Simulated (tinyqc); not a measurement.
Millisecond and nanosecond annealing: surface heating, thermal budget and solid-phase regrowth. Changing the preheat temperature T0. Computed by tinyqc, a small Python program. Command: `OMP_NUM_THREADS=1 python tinyqc.py 3008503 3008504 out.jsonl flash sweep`. One thread of a shared host (Intel(R) Xeon(R) Processor @ 2.30GHz), about 0.02 s of CPU time with the checks.

A square pulse heats the surface of a thick wafer with constant thermal properties; losses by radiation are neglected and silicon melts at 1414 C.

Inputs (values chosen for the exercise, modelled on hot silicon with phosphorus):
```
quantity                      value        unit
incident fluence               91.4      J/cm^2
pulse length t_p              0.015           s
reflectance R                  0.56           -
thermal conductivity k         0.27    W/(cm K)
heat capacity per volume c     2.12  J/(cm^3 K)
wafer thickness d               775          um
dopant prefactor D0            4.05      cm^2/s
dopant activation energy E     3.67          eV
regrowth prefactor v0       5.4e+08        cm/s
regrowth energy E_v             2.7          eV
```

Source: flash lamp.

Constants: k_B = 8.617333262e-05 eV/K.

Method:
- Absorbed flux q = (1 - R) fluence/t_p; kappa = k/c. With f(z, t) = (2 q/k) sqrt(kappa t) ierfc(z/(2 sqrt(kappa t))), ierfc(x) = exp(-x^2)/sqrt(pi) - x erfc(x): T = T0 + f(z, t) during the pulse and T0 + f(z, t) - f(z, t - t_p) after it.
- At the surface the rise at the end of the pulse is 2 q sqrt(t_p/(pi k c)); the fluence that just melts the surface scales with (1414 - T0).
- Temperatures in kelvin are T(C) + 273.15.
- Integrate exp(-E/(k_B T(t))) at the surface from 0 to 10 t_p (Gauss-Legendre, 60 points in sqrt(t) up to t_p and 60 in sqrt(t - t_p) after it). (Dt) = D0 x integral with E; regrowth = v0 x integral with E_v; effective time = integral/exp(-E/(k_B T_peak)).

One run for each value; columns: (1) preheat temperature T0 (C); (2) peak temperature (C); (3) diffusion length 2 sqrt(Dt) (nm); (4) effective time over t_p; (5) fluence at the melting threshold (J/cm^2):
```
(1)   (2)    (3)     (4)    (5)
420   910  0.027  0.1292  185.5
460   950  0.050  0.1382  178.0
500   990  0.090  0.1475  170.6
540  1030  0.156  0.1573  163.1
580  1070  0.262  0.1674  155.7
620  1110  0.427  0.1780  148.2
660  1150  0.679  0.1891  140.7
700  1190  1.053  0.2008  133.3
740  1230  1.598  0.2131  125.8
```

Over the rows, peak temperature (C) rises from 910 to 1230; diffusion length 2 sqrt(Dt) (nm) rises from 0.0269 to 1.60; effective time over t_p rises from 0.129 to 0.213. At fixed fluence the rise is fixed, so the peak follows T0 one to one and the diffusion length follows it exponentially.

Caution (all rows): heat reaches the back of the wafer, which is no longer thick. Caution (all rows): equilibrium diffusivities are used; implant damage enhances diffusion, and k and c vary with temperature. Caution (rows 420, 460, 500, 540): a diffusion length below the atomic spacing of 0.235 nm means about one jump per atom or fewer, so the profile does not change measurably.

Extremes, crossings and ranges named in words are read from the listed rows.
